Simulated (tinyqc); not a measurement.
Minority carriers and saturation current of a heavily doped emitter: one step of the calculation.

n-type, parabolic bands, full ionisation. eta = (EF - Ec)/kB T solves N = Nc F12(eta), F12(x) = (2/sqrt(pi)) int_0^infinity sqrt(u)/(1 + exp(u - x)) du. The gap shrinks rigidly by dEg = a3 y^(1/3) + a4 y^(1/4) + a2 y^(1/2), y = N/1e18 cm^-3, an empirical law that is here taken as the true narrowing.

Question. Effective intrinsic density. ni = sqrt(Nc Nv) exp(-Eg/(2 Vt)), Eg in volts; degeneracy factor g = F12(eta) exp(-eta); nie^2 = ni^2 exp(dEg/kB T) g, p0 = nie^2/N; apparent narrowing dEg + kB T ln g.

Values chosen for this exercise; band and dielectric values close to those of silicon: temperature T = 250 K; band gap Eg = 1.13 eV; conduction-band density of states at 250 K Nc = 2.13e19 cm^-3; valence-band density of states at 250 K Nv = 1.98e19 cm^-3; ionised donor density N = 8.9e19 cm^-3; coefficient of (N/1e18)^(1/3) a3 = 8.2 meV; coefficient of (N/1e18)^(1/4) a4 = 11.3 meV; coefficient of (N/1e18)^(1/2) a2 = 3.2 meV.

Constants: q = 1.602176634e-19 C, kB = 1.380649e-23 J/K, Vt = kB T/q. Results are converted to the units shown.

converged eta = 2.8303940

Give: ni; dEg; g; apparent narrowing; nie; p0.

Answer.

ni = 8.368e7 cm^-3
dEg = 101.5 meV
g = 0.2465
apparent narrowing = 71.34 meV
nie = 4.382e8 cm^-3
p0 = 0.002157 cm^-3

Narrowing multiplies p0 by 111 and degeneracy by 0.246.

Range of the model: Band tails, non-parabolic bands and incomplete ionisation are left out.

tinyqc, about 0.01 s, one thread, Intel Xeon 2.30GHz (shared host): `OMP_NUM_THREADS=1 python tinyqc.py 2330139 2330140 out.jsonl`
